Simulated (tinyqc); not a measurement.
## Ballistic Schottky-barrier transistor with a one-dimensional channel, WKB contacts: barrier height from the temperature dependence

Source Fermi level 0, drain Fermi level -Vd. Far from the contacts Ec = pn - psi, and the gate moves psi one to one; the band edges relax as exp(-x/lam) from pn at the source and pn - Vd at the drain; Ev = Ec - Eg. A carrier of energy w inside the channel band meets at a contact a barrier of height D (the contact edge beyond the channel edge): T = 1 for w >= D, else exp(-S), S = 4 lam sqrt(m/C) [sqrt(D - w) - sqrt(w) arctan sqrt((D - w)/w)], C = hbar^2/(2 m0). The two contacts combine as Ts Td/(Ts + Td - Ts Td).

I = g (2 q^2/h) int T(w) [f(Es + w) - f(Ed + w)] dw, f(y) = 1/(1 + exp(y/Vt)). Electrons: Ds = psi, Dd = psi - Vd, Es = Ec, Ed = Ec + Vd. Holes: Ds = -psi, Dd = Vd - psi, Es = -Ev, Ed = -Ev - Vd. The size of each current is taken; both flow from drain to source and add. The integrals are converged. The apparent barrier is -d ln(I_e/T^1)/d(q/kB T), taken between T - 10 K and T + 10 K for the electron current.

Values chosen for this exercise; channel values close to those of a silicon nanowire with silicide contacts: temperature T = 300 K; barrier for electrons at both contacts pn = 0.89 eV; electron mass mn = 0.2 m0; valleys or subbands g = 2; screening length at the contacts lam = 4.4 nm; drain bias Vd = 0.1 V.

Constants: q = 1.602176634e-19 C, kB = 1.380649e-23 J/K, hbar = 1.054571817e-34 J s, h = 6.62607015e-34 J s, m0 = 9.1093837015e-31 kg, Vt = kB T/q, hbar^2/(2 m0) = 0.0380998212 eV nm^2. Results are converted to the units shown.

Barrier height from the temperature dependence:
```
ps (V)  electrons (uA)  Ec (eV)  apparent barrier (eV)
-0.25         2.77e-19     1.14                   1.14
-0.18         4.15e-18     1.07                   1.07
-0.11         6.23e-17     1.00                   1.00
-0.04         9.34e-16     0.93                   0.93
0             4.39e-15     0.89                   0.89
0.1           1.82e-14     0.79                   0.84
0.17          4.49e-14     0.72                   0.81
0.24          1.17e-13     0.65                   0.77
0.31          3.21e-13     0.58                   0.73
0.38          9.39e-13     0.51                   0.68
0.45          2.94e-12     0.44                   0.62
```

Read the table: what changes, and by how much?

For psi < 0 the channel edge is the highest point, and the apparent barrier follows Ec one to one (1.14 eV against 1.14). At flat band it is 0.888 eV (psi = 0 V), near pn = 0.89 eV. Beyond, the top stays at pn but tunnelling lowers the apparent value to 0.624 eV in the last row, so only the point where the line bends gives the true barrier.

Range of the model: No scattering, image-force lowering, channel charge or band-to-band tunnelling; parabolic kappa overstates S deep in the gap.

Numbers from tinyqc (`OMP_NUM_THREADS=1 python tinyqc.py 2390145 2390146 out.jsonl`; about 0.04 s on one thread of a shared Intel Xeon 2.30GHz).
